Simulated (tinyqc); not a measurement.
# Wide-gap-emitter heterojunction bipolar transistor, Gummel numbers and transit times: effect of the base doping at the emitter edge

One-dimensional n-p-n transistor in the forward active mode at low injection. In the base p(x) = NB exp(-eta x/wb) and ni(x)^2 = ni^2 exp((g0 + g1 x/wb)/Vt); electrons leave the base at vsat; band spikes at the emitter junction and recombination inside the emitter are ignored.

f(x) = p(x) ni^2/ni(x)^2; I(x) = integral from x to wb of f/Dn, plus f(wb)/vsat; base Gummel number GB = I(0); electron density per unit flux n/(J/q) = I/f; base transit time tauB = integral of I/f over the base. ni = sqrt(Nc Nv) exp(-Eg/(2 Vt)), Eg in volts; GE = NE exp(-gE/Vt)(we/Dp + 1/Se); JC = J0 exp(VBE/Vt), J0 = q ni^2/GB; gain limited by back injection GE/GB, by base recombination tb/tauB, together 1/beta = the sum of the inverses; collector layer one-sided, Wc = sqrt(2 eps0 eps_r (Vbc + VCB)/(q NC)), Vbc = Vt ln(p(wb) NC/ni^2), Cjc = eps0 eps_r/Wc; Early voltage VA = GB q p(wb)/(f(wb) Cjc [1/Dn - (eta + g1/Vt)/(wb vsat)]), f(wb) = p(wb) exp(-(g0 + g1)/Vt), p(wb) = NB exp(-eta); tauC = Wc/(2 vsat). Peak fT here means 1/(2 pi (tauB + tauC + Rc Cjc)); base sheet resistance 1/(q mp times the integral of p).

Values chosen for this exercise; band and dielectric values close to those of gallium arsenide:
```
symbol    value        unit                                             meaning
T           400           K                                         temperature
Eg          1.4          eV                                            band gap
eps_r      13.2                                           relative permittivity
Nc      6.68e17       cm^-3              conduction-band density of states at T
Nv      1.38e19       cm^-3                 valence-band density of states at T
vsat     7.98e6        cm/s                                 saturation velocity
wb          100          nm                                  neutral base width
eta           0                                  doping falls as exp(-eta x/wb)
g0            0          eV       gap reduction at the emitter edge of the base
g1        0.006          eV      further gap reduction across the base (linear)
Dn           35      cm^2/s          electron diffusion coefficient in the base
NE         7e17       cm^-3                                      emitter doping
gE        -0.27          eV  gap reduction in the emitter (negative: wider gap)
we           91          nm                               neutral emitter width
Dp         0.88      cm^2/s           hole diffusion coefficient in the emitter
Se          8e5        cm/s       recombination velocity at the emitter contact
tb        3e-11           s                       electron lifetime in the base
NC       3.4e17       cm^-3                                    collector doping
VCB         0.8           V                         collector-base reverse bias
Rc          3.6    ohm um^2                   emitter plus collector resistance
mp          110  cm^2/(V s)                           hole mobility in the base
```

Constants: q = 1.602176634e-19 C, kB = 1.380649e-23 J/K, Vt = kB T/q, eps0 = 8.8541878128e-14 F/cm where lengths are in cm. Results are converted to the units shown.

The same in every row: tb/tauB = 12.00; tauB (ps) = 2.499.

Effect of the base doping at the emitter edge:
```
NB (cm^-3)	GB (s/cm^4)	GE/GB	beta	VA (V)	tauC (ps)	peak fT (GHz)	base sheet resistance (kohm)
5.9e18	2.168e12	9439	11.99	128.7	0.6015	51.26	0.9617
1e19	3.675e12	5569	11.98	219.0	0.6040	51.21	0.5674
1.7e19	6.248e12	3276	11.96	373.9	0.6065	51.17	0.3338
2.9e19	1.066e13	1920	11.93	640.5	0.6091	51.13	0.1957
4.8e19	1.764e13	1160	11.88	1064	0.6115	51.09	0.1182
8.2e19	3.014e13	679.2	11.79	1826	0.6140	51.05	0.06920
1.4e20	5.145e13	397.8	11.65	3130	0.6166	51.01	0.04053
2.4e20	8.821e13	232.0	11.41	5388	0.6191	50.97	0.02364
```

As NB goes from 5.9e18 to 2.4e20, beta falls from 12.0 to 11.4, VA rises from 129 to 5390 V, the peak fT falls from 51.3 to 51.0 GHz and the base sheet resistance falls from 0.962 to 0.0236 kohm. The product beta VA changes by a factor of 39.9. Base recombination limits the gain in every row.

Range of the model: Heavy doping makes emitter or base degenerate; gE and g0 are to be read as apparent gap changes that include this.

tinyqc, about 0.01 s, one thread, Intel Xeon 2.30GHz (shared host): `OMP_NUM_THREADS=1 python tinyqc.py 2320166 2320167 out.jsonl`
